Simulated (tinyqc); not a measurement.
# A chain with two barriers and dephasing by Buettiker voltage probes, step by step

Program tinyqc, `OMP_NUM_THREADS=1 python tinyqc.py 2700046 2700047 out.jsonl`; Intel Xeon 2.30GHz, shared host, one thread, about 0.01 s. Printed values are rounded.

Sites 1 to 5 form a chain with hopping -t. Lead L joins site 1 and lead R site 5, both semi-infinite chains with hopping -t and site energy 0. Every site carries a probe with self-energy -i Gamma_p/2 that draws no net current. Linear response at zero temperature: mu_L = 1, mu_R = 0 in units of the bias.

Inputs (values chosen for the exercise):
```
symbol,value,unit,meaning
t,1,eV,hopping (matrix element -t)
U,"[3.9, 0, 0, 0, 1.8]",eV,site energies 1 to N
E,1.01,eV,Fermi energy
gp,0.24,eV,probe broadening Gamma_p
```

Constants: q = 1.602176634e-19 C, h = 6.62607015e-34 J s. Results are converted to the units shown.

## Green function

Sigma = t^2 g(E), g(x) = (x - i sqrt(4 t^2 - x^2))/(2 t^2) for |x| < 2 t and (x - sign(x) sqrt(x^2 - 4 t^2))/(2 t^2) otherwise; Gamma = -2 Im Sigma; G = (E - H - Sigma_L - Sigma_R + i Gamma_p/2)^(-1).

Sigma = 0.505000-0.863119i eV
Gamma = 1.72624 eV

G (1/eV):
```
                   1                  2                  3                  4
1  -0.25021-0.13131i   0.02145-0.19980i   0.20457+0.33053i  -0.18840-0.15858i
2   0.02145-0.19980i  -0.12361-0.69940i   1.01947+0.92103i  -0.79553-0.35317i
3   0.20457+0.33053i   1.01947+0.92103i  -1.12371-1.38311i   0.94951+0.61075i
4  -0.18840-0.15858i  -0.79553-0.35317i   0.94951+0.61075i  -0.09018-0.37763i
5  -0.03332-0.14775i  -0.25837-0.46886i   0.23800+0.65231i   0.09626-0.21853i

                   5
1  -0.03332-0.14775i
2  -0.25837-0.46886i
3   0.23800+0.65231i
4   0.09626-0.21853i
5  -0.36145-0.44315i
```

## Transmissions between terminals

With Gamma the broadening by one lead, T_RL = Gamma^2 |G_(5,1)|^2, T_pL = Gamma Gamma_p |G_(p,1)|^2, T_pR = Gamma Gamma_p |G_(p,5)|^2, T_pq = Gamma_p^2 |G_(p,q)|^2 for p != q.

T_RL = 0.0683602

```
probe       T_pL      T_pR
1      0.0330801  0.009504
2      0.0167292  0.118731
3      0.0626001  0.199753
4      0.0251247  0.023623
5      0.0095042  0.135484
```

T_pq:
```
          1         2         3         4         5
1  0.000000  0.002326  0.008703  0.003493  0.001321
2  0.002326  0.000000  0.108727  0.043638  0.016507
3  0.008703  0.108727  0.000000  0.073416  0.027772
4  0.003493  0.043638  0.073416  0.000000  0.003284
5  0.001321  0.016507  0.027772  0.003284  0.000000
```

## Probe potentials and effective transmission

No current into probe p: W mu = T_pL with W_pp = T_pL + T_pR + sum_q T_pq and W_pq = -T_pq. Then T_eff = T_RL + sum_p T_pR mu_p, and the resistance is (h/2q^2)/T_eff.

W:
```
           1          2          3          4          5
1   0.058428  -0.002326  -0.008703  -0.003493  -0.001321
2  -0.002326   0.306658  -0.108727  -0.043638  -0.016507
3  -0.008703  -0.108727   0.480971  -0.073416  -0.027772
4  -0.003493  -0.043638  -0.073416   0.172579  -0.003284
5  -0.001321  -0.016507  -0.027772  -0.003284   0.193873
```

mu_p, probe 1 to 5: 0.630657  0.194412  0.239368  0.311418  0.109438
T_eff = 0.167435
resistance = 77.0830 kohm

Without probes the transmission is 0.1350. With them, 40.8 % of the current crosses without entering a probe.

## Current at both leads

In units of (2 q^2/h) times the bias, T_RL + sum_p T_pL (1 - mu_p) leaves L and T_RL + sum_p T_pR mu_p enters R.

current leaving L = 0.167435
current entering R = 0.167435

The two are equal: the probes conserve the current.
